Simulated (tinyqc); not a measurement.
MOS inversion layer, Poisson-Schroedinger loop: one step of the calculation.

Electrons confined at an insulator interface at z = 0, treated as a hard wall; parabolic valleys, Hartree approximation, no image or exchange terms. The depletion charge lies far deeper than the electrons and gives a uniform field q Nd/(eps0 eps_r); the gate balances all charge. Energies are counted from the band edge at the interface.

Problem. Fermi level and occupations. Level k holds N_k = D_k Vt ln(1 + exp((EF - E_k)/Vt)) with D = 2 md1 m0 q/(pi hbar^2) for the set A, D = 4 md2 m0 q/(pi hbar^2) for the set B per eV (spin included); EF is fixed by sum N_k = Ns.

Values chosen for this exercise; masses and permittivity close to those of silicon (100): temperature T = 300 K; in-plane density-of-states mass of set A md1 = 0.191 m0; in-plane density-of-states mass of set B md2 = 0.412 m0; sheet density of electrons Ns = 1.4e13 cm^-2.

Constants: q = 1.602176634e-19 C, kB = 1.380649e-23 J/K, hbar = 1.054571817e-34 J s, m0 = 9.1093837015e-31 kg, Vt = kB T/q. Results are converted to the units shown.

levels (eV): A1 0.28272164, A2 0.47666479, B1 0.48104021, B2 0.80304978

Find: EF; N_k.

Solution.

EF = 0.36774 eV
N_k (cm^-2): A1 1.3718e13, A2 6.0601e10, B1 2.2098e11, B2 8.6604e5

Numbers from tinyqc (`OMP_NUM_THREADS=1 python tinyqc.py 2160070 2160071 out.jsonl`; about 2 s on one thread of a shared Intel Xeon 2.30GHz).
